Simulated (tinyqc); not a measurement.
Thermoelectric coefficients of a parabolic band, Landauer integrals: effect of the scattering exponent.

Bulk parabolic band, x = (E - Ec)/kB T, C = hbar^2/(2 m0), kB T in eV. Modes per area gv m kB T x/(4 pi C) times the back-scattering length l0 x^rr give the transport function s0 X(x), s0 = (2 q^2/h) gv m kB T l0/(4 pi C), X = x^(1 + rr). I_k = int X (x - eta)^k w dx, w = 1/(4 cosh^2((x - eta)/2)).

sigma = s0 I_0, S = -(kB/q) I_1/I_0, Lorenz number L = (kB/q)^2 [I_2/I_0 - (I_1/I_0)^2], kappa_e = L sigma T. Power factor S^2 sigma, ZT = S^2 sigma T/(kappa_e + kL). The integrals are converged.

Inputs (values chosen for the exercise):
```
symbol  value     unit                             meaning
T         200        K                         temperature
m        0.52       m0                  mass of one valley
gv          6                                      valleys
l0       0.42       nm     back-scattering length at x = 1
kL        8.1  W/(m K)        lattice thermal conductivity
eta       2.1           reduced Fermi level (EF - Ec)/kB T
```

Constants: q = 1.602176634e-19 C, kB = 1.380649e-23 J/K, hbar = 1.054571817e-34 J s, h = 6.62607015e-34 J s, m0 = 9.1093837015e-31 kg, Vt = kB T/q, hbar^2/(2 m0) = 0.0380998212 eV nm^2. Results are converted to the units shown.

Effect of the scattering exponent:
```
rr,sigma (S/cm),S (uV/K),kappa_e (W/(m K)),power factor (mW/(m K^2)),ZT,L (1e-8 V^2/K^2)
-0.5,48.77,-74.17,0.01687,0.02683,6.611e-4,1.729
0,80.97,-109.3,0.03028,0.09669,0.002379,1.870
0.5,144.4,-142.0,0.05907,0.2910,0.007133,2.045
1,272.7,-173.7,0.1229,0.8228,0.02001,2.253
1.5,541.1,-205.3,0.2698,2.281,0.05450,2.493
2,1122,-237.2,0.6198,6.317,0.1449,2.761
2.5,2426,-269.8,1.483,17.66,0.3685,3.057
```

|S| rises from 74.2 to 270 uV/K, on average 65.2 uV/K for each unit of rr (kB/q = 86.2 uV/K in the non-degenerate limit), since a length that grows with energy favours hot carriers. The Lorenz number rises from 1.73 to 3.06 (1e-8 V^2/K^2). l0 is held fixed, so sigma changes too.

Range of the model: Parabolic bands, elastic scattering and a fixed kL make these model figures, not those of a material.

Computed by the program tinyqc: `OMP_NUM_THREADS=1 python tinyqc.py 2800012 2800013 out.jsonl`, one thread of a shared Intel Xeon 2.30GHz, about 0.1 s for the whole run.
